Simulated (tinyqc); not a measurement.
## Deep-level transient spectroscopy: amplitude against reverse bias

Schottky contact on an n-type layer with shallow donors Nd (all ionised) and a donor-like deep trap, neutral when filled and positive when empty; depletion approximation. Traps within lam of the depletion edge stay filled. A long pulse to Vp fills the traps beyond x1 = Wp - lam; back at Vr those between x1 and x2 = Wr - lam emit. A rate window reads S = C(t2) - C(t1).

lam = sqrt(2 eps0 eps_r (EF - ET)/(q Nd)), EF - ET = Et - (kB T/q) ln(Nc(T)/Nd), Nc(T) = Nc (T/300 K)^1.5. In the steady state at the band bending V, 2 eps0 eps_r V/q = Nd W^2 + Nt (W - lam)^2 (the second term only if W > lam). W(t)^2 = Wr^2 + (Nt/Nd)(x2^2 - x1^2) exp(-en t), C = eps0 eps_r/W; for small Nt, dC/C = -(Nt/2 Nd) G exp(-en t) with G = (x2^2 - x1^2)/Wr^2. Listed at t = 0.

Parameters, values chosen for the exercise; material values close to those of indium phosphide:
```
symbol    value   unit                                      meaning
eps_r      12.5                               relative permittivity
Nc      5.66e17  cm^-3   conduction-band density of states at 300 K
Nd       1.9e16  cm^-3                        shallow donor density
Vbi        0.77      V                             built-in voltage
Et         0.31     eV  depth of the trap below the conduction edge
Nt       3.6e14  cm^-3                                 trap density
Vp          0.7      V        reverse bias during the filling pulse
T           167      K                 temperature of the transient
```

Constants: q = 1.602176634e-19 C, kB = 1.380649e-23 J/K, eps0 = 8.8541878128e-14 F/cm where lengths are in cm. Results are converted to the units shown.

Results:
```
Vr (V)	Wr (nm)	G	dC(0)/C (%)	2 Nd |dC|/C (cm^-3)
1.2	377.1	0.1513	-0.1431	5.437e13
2.8	507.0	0.3879	-0.3655	1.389e14
4.5	615.6	0.5039	-0.4740	1.801e14
7.8	784.4	0.6171	-0.5795	2.202e14
9.4	854.3	0.6501	-0.6103	2.319e14
11.1	922.8	0.6774	-0.6357	2.416e14
12.7	982.9	0.6981	-0.6549	2.489e14
```

Estimate the missing row, Vr = 6.1 V.

Computed row:
```
Vr (V)	Wr (nm)	G	dC(0)/C (%)	2 Nd |dC|/C (cm^-3)
6.1	702.6	0.5694	-0.5351	2.034e14
```

With this row back in the table: G rises from 0.151 to 0.698, since lam = 141 nm and x1 weigh less in a wider layer. The simple estimate 2 Nd |dC|/C reaches 15.1 % of the true Nt in the first row and 69.1 % in the last.

tinyqc, about 0.01 s, one thread, Intel Xeon 2.30GHz (shared host): `OMP_NUM_THREADS=1 python tinyqc.py 2050056 2050057 out.jsonl`
